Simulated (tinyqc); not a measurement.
Trench capacitor in an array: capacitance, non-linearity, leakage and relaxation: cell against the aspect ratio.

A film between two metal electrodes, each interface adding a series capacitance ci. The small-signal permittivity is ek (1 + aq E^2); the field is found with the linear permittivity. Leakage J = J0 sinh(E/Ef). After a voltage step the film passes a relaxation current kr C V tt^(-nr), tt being the time in seconds. The sidewall is a coaxial capacitor with radii a = dm/2 - t and b = dm/2, depth AR dm; the end face is left out.

Per length 1/c = ln(b/a)/(2 pi eps0 ek) + (1/a + 1/b)/(2 pi ci); cell capacitance c AR dm; per footprint over pt^2; fields c V/(2 pi eps0 ek r) at r = a and b; resistance of the inner electrode rho AR dm/(pi a^2); time constant R C/3 of the distributed line.

Inputs (values chosen for the exercise); permittivity of the order of that of tantalum oxide:
```
symbol,value,unit,meaning
ek,25,,relative permittivity of the film
t,27,nm,film thickness
ci,1000,uF/cm^2,capacitance of each electrode interface (dead layer and screening)
V,2.2,V,bias
dm,300,nm,diameter of the hole
pt,550,nm,pitch of the square array
rho,230,uohm cm,resistivity of the inner electrode
```

Constants: eps0 = 8.8541878128e-14 F/cm where lengths are in cm. Results are converted to the units shown.

The same in every row: field at a (MV/cm) = 0.8998; field at b (MV/cm) = 0.7378.

Cell against the aspect ratio:
```
AR   cell capacitance (fF)  per footprint (uF/cm^2)  R (kohm)  R C/3 (ps)
5                    10.50                    3.469   0.07259      0.2539
10                   20.99                    6.939    0.1452       1.016
20                   41.98                    13.88    0.2903       4.063
30                   62.97                    20.82    0.4355       9.142
50                   105.0                    34.69    0.7259       25.39
70                   146.9                    48.57     1.016       49.77
100                  209.9                    69.39     1.452       101.6
```

As AR goes from 5 to 100, the cell capacitance rises from 10.5 to 210 fF, the capacitance per footprint rises from 3.47 to 69.4 uF/cm^2, the ratio of the two fields stays at 1.22 and R C/3 rises from 0.254 to 102 ps; the time constant goes as AR^(2.00) between the first two rows and AR^(2.00) between the last two.

Numbers from tinyqc (`OMP_NUM_THREADS=1 python tinyqc.py 2102125 2102126 out.jsonl`; about 0.01 s on one thread of a shared Intel Xeon 2.30GHz).
